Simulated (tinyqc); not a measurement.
From results back to parameters: defect, radiative and Auger recombination at equal electron and hole densities (ABC model). Three cases, with inputs chosen for the exercise.

Problem. The peak efficiency, the current at the peak and the differential lifetime there, tau_p = 1/(Ae + 2 B n_p + 3 C n_p^2), are given; Ae, B and C are hidden. n_p = sqrt(Ae/C), Q = B/sqrt(Ae C), IQE_max = Q/(Q + 2).

J/(e d) = Ae n + B n^2 + C n^3 with Ae = A + 4 S/w (four side walls, carriers spread evenly), e = 1.602176634e-19 C, lengths in cm; internal efficiency IQE = B n^2/(Ae n + B n^2 + C n^3); all injected carriers recombine in the layer.

Find: Q; Ae; n_p; B; C.

Method. Q = 2 IQE/(1 - IQE). At the peak B n = Q Ae and C n^2 = Ae, so 1/tau_p = Ae (4 + 2Q) and J = e d Ae n_p (2 + Q); B and C follow.

Case 1.

Values chosen (out of a larger set: orders of magnitude like those quoted for Ge; not measured data): d = 620 nm (active thickness).

IQE_max = 0.106040
J at the peak = 14.9313 A/cm^2
tau_p = 475.511 ns

Solution.

Q = 0.237
Ae = 4.70e+05 1/s
n_p = 1.43e+18 1/cm^3
B = 7.8e-14 cm^3/s
C = 2.3e-31 cm^6/s

Case 2.

Values chosen (out of a larger set: orders of magnitude like those quoted for Ge; not measured data): d = 360 nm (active thickness).

IQE_max = 0.00569773
J at the peak = 12885.4 A/cm^2
tau_p = 3.50169 ns

Solution.

Q = 0.0115
Ae = 7.10e+07 1/s
n_p = 1.56e+19 1/cm^3
B = 5.2e-14 cm^3/s
C = 2.9e-31 cm^6/s

Case 3.

Values chosen (out of a larger set: orders of magnitude like those quoted for Ge; not measured data): d = 920 nm (active thickness).

IQE_max = 0.251456
J at the peak = 1.10073 A/cm^2
tau_p = 3598.77 ns

Solution.

Q = 0.672
Ae = 5.20e+04 1/s
n_p = 5.37e+17 1/cm^3
B = 6.5e-14 cm^3/s
C = 1.8e-31 cm^6/s

Computed by tinyqc, one run a case: `OMP_NUM_THREADS=1 python tinyqc.py N N+1 out.jsonl` with N = 1651837, 1651852, 1651873; one thread of a shared Intel(R) Xeon(R) Processor @ 2.30GHz, about 0.01 s a run at most.
